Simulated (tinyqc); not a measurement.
Donors on two lattice sites with valley-orbit split states: sweeps and comparisons. A value that a table varies takes the place of the one given here.

Each donor binds at most one electron, in any of its states. For a site s, W_s = sum over its states of g exp(E/kT), and the ionised share is 1/(1 + W_s exp(eta)), eta = (EF - Ec)/kT; n = Nc F_1/2(eta); neutrality n + NA = ND x (mean ionised share, the two sites in equal numbers); holes are neglected. Nc from N = 2 (m kB T/(4 pi c))^(3/2) with c = hbar^2/2m0, in 1/angstrom^3; times 1e24 for 1/cm^3, m = md. F_j(eta) = (1/Gamma(j + 1)) integral_0^infinity x^j dx/(1 + exp(x - eta)), which tends to exp(eta) for eta << 0.

Mobility (Caughey-Thomas form): mu = mu0 + (mu1 (T/300)^(-ga) - mu0)/(1 + ((ND + NA)/Nr)^de); rho = 1/(e n mu), e = 1.602176634e-19 C.

Constants: hbar^2/2m0 = 3.80998211 eV angstrom^2; kB = 8.617333262e-05 eV/K.

Values chosen for the exercise (near those of nitrogen in 4H-SiC; the results hold for these values, not for the real material):
- md = 0.815 m0 (density-of-states mass of the conduction band)
- E = (58.7, 51.4, 132.5, 83.5) meV (binding energies of h ground, h excited, k ground, k excited)
- g = (2, 4, 2, 4) (their degeneracies with spin)
- ND = 2e+17 1/cm^3 (donors, half on each site)
- NA = 7.5e+15 1/cm^3 (compensating acceptors, all ionised)
- T = 200 K
- mu0 = 44 cm^2/(V s) (mobility at heavy doping)
- mu1 = 929 cm^2/(V s) (mobility at light doping and 300 K)
- Nr = 2.2e+17 1/cm^3 (reference doping)
- de = 0.61 (doping exponent)
- ga = 2.4 (temperature exponent)

## What the excited states change

The last columns keep only the ground state of each site (g = 2).

Results:
```
T (K)  effective degeneracy, h site     eta  n (1/cm^3)  n, ground states only  ratio
40                             2.48  -15.43    1.80e+11               2.23e+11  0.806
60                             2.97   -9.94    7.94e+13               1.17e+14  0.676
80                             3.39   -7.42    1.52e+15               2.34e+15  0.650
110                            3.85   -6.00    1.02e+16               1.47e+16  0.691
150                            4.27   -5.42    2.89e+16               3.95e+16  0.731
200                            4.62   -5.23    5.36e+16               6.71e+16  0.799
250                            4.85   -5.20    7.73e+16               9.03e+16  0.857
300                            5.02   -5.21    1.01e+17               1.14e+17  0.884
400                            5.24   -5.31    1.40e+17               1.53e+17  0.910
500                            5.38   -5.50    1.62e+17               1.73e+17  0.935
```

The effective degeneracy grows from 2.48 to 5.38. Excited states hold electrons back, so the ratio is never above 1; it is lowest, 0.650, at 80 K of those listed, and 0.884 at 300 K. At low T the excited states empty out, and at high T more donors are ionised (n is 84 % of ND - NA in the last row), so the effect is largest in between.

## Ionisation and resistivity against doping

NA = 0.

Results:
```
ND (1/cm^3)  n (1/cm^3)   n/ND  mu (cm^2/(V s))  rho (ohm cm)  rho at full ionisation
1.0e+14        9.77e+13  0.977             2436          26.2                    25.6
1.0e+15        8.48e+14  0.848             2372          3.10                    2.63
1.0e+16        5.91e+15  0.591             2140         0.493                   0.292
3.0e+16        1.44e+16  0.480             1906         0.228                   0.109
1.0e+17        3.60e+16  0.360             1536         0.113                  0.0406
3.0e+17        7.66e+16  0.255             1137        0.0716                  0.0183
1.0e+18        1.61e+17  0.161              730        0.0532                 0.00855
2.0e+18        2.39e+17  0.119              542        0.0481                 0.00575
```

From 1e16 to 1e18 1/cm^3 rho falls by a factor 9.27, not 100: the mobility takes a factor 2.93 and incomplete ionisation 3.68. n/ND is below 0.9 from 1e+15 1/cm^3 on. Near 1e19 1/cm^3 and above the levels merge with the band, and already below that screening lowers the binding energy, so the last rows understate n.

## Compensation sets the slope of the freeze-out

NA = K ND. The slope energy is -d ln(n T^(-p))/d(1/kT) between 50 and 60 K, with p = 3/4 for K = 0 and p = 3/2 otherwise.

Results:
```
K       n(50 K) (1/cm^3)  n(60 K) (1/cm^3)  slope energy (meV)
0               2.36e+14          8.04e+14               28.19
0.0010          1.56e+14          7.10e+14               32.12
0.010           2.69e+13          2.79e+14               53.43
0.050           5.01e+12          5.82e+13               56.37
0.20            8.35e+11          9.77e+12               56.52
0.50            1.24e+08          6.32e+09               94.51
```

Without acceptors the slope is 28.19 meV, against half the h-site ground-state energy, 29.35; with K = 0.05 it is 56.37 meV, against the full 58.7. The full energy (less a few meV where excited levels lie within a few kT) shows where n is far below NA, since the acceptors then hold EF near the donor level: n(60 K)/NA is 3.5 for K = 0.001 and 0.0058 for K = 0.05; for K = 0.001 the sample is still in or near the uncompensated regime, where p = 3/2 is the wrong power, so that slope means little. At K = 0.5 the acceptors have taken as many electrons as there are h sites, EF sits between the two levels, and the slope is 94.5 meV against their mean of 95.6.

## What moves the carrier density

All results formed anew. Each row changes one parameter from the base and keeps the others.

Results:
```
case                                  eta  n (1/cm^3)  rho (ohm cm)
base                               -5.233   5.356e+16       0.09156
E = (63.7, 51.4, 132.5, 83.5) meV  -5.274   5.139e+16       0.09544
md = 0.896 m0                      -5.327   5.620e+16       0.08726
ND = 4e+17 1/cm^3                  -4.742   8.741e+16       0.06954
NA = 2.75e+16 1/cm^3               -5.500   4.102e+16        0.1228
T = 230 K                          -5.206   6.782e+16        0.1005
Nr = 4.4e+17 1/cm^3                -5.233   5.356e+16       0.07651
```

The largest shifts from the base row, up to three for each result and ties (the steps differ in size, so this ranks the rows, not the parameters). eta: ND +0.491, NA -0.267, md -0.094; unchanged at the printed digits by Nr. n (1/cm^3): ND +3.38e+16, T +1.43e+16, NA -1.25e+16; unchanged at the printed digits by Nr. rho (ohm cm): NA +0.0313, ND -0.0220, Nr -0.0151.

tinyqc: `OMP_NUM_THREADS=1 python tinyqc.py 1680538 1680539 out.jsonl`; about 0.02 s, one thread, shared Intel(R) Xeon(R) Processor @ 2.30GHz.
